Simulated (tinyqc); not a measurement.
Elastic strain and critical thickness of a cubic alloy layer A(1-x)B(x) on a thick substrate: one step, computed by the program tinyqc.

Strain is positive in tension. The layer is coherent with the substrate unless said otherwise.

Question. Isotropic constants and the prefactor A. Voigt averages: G = (C11 - C12 + 3 C44)/5, B = (C11 + 2 C12)/3, nu = (3 B - 2 G)/(2 (3 B + G)); b = a/sqrt(2). The 60-degree dislocation has cos alpha = 1/2, and cos lambda = sqrt(3)/6 on (111), for glide on an inclined {111} plane. Matthews-Blakeslee: h_c = A [ln(h_c/b) + 1], A = b (1 - nu cos^2 alpha)/(8 pi |f| (1 + nu) cos lambda), the factor 8 pi being that of an uncapped layer.

Growth plane: (111). Layer: uncapped. Misfit dislocation: 60-degree.

elastic constants (GPa): C11 109.6928, C12 51.6632, C44 54.9576

free lattice constant a = 5.7421 angstrom

misfit f = -0.01551697

Give: shear modulus G; Poisson ratio nu; Burgers vector b; prefactor A.

Answer.

shear modulus G = 44.58048 GPa

Poisson ratio nu = 0.2404

Burgers vector b = 0.4060 nm

prefactor A = 2.733 nm
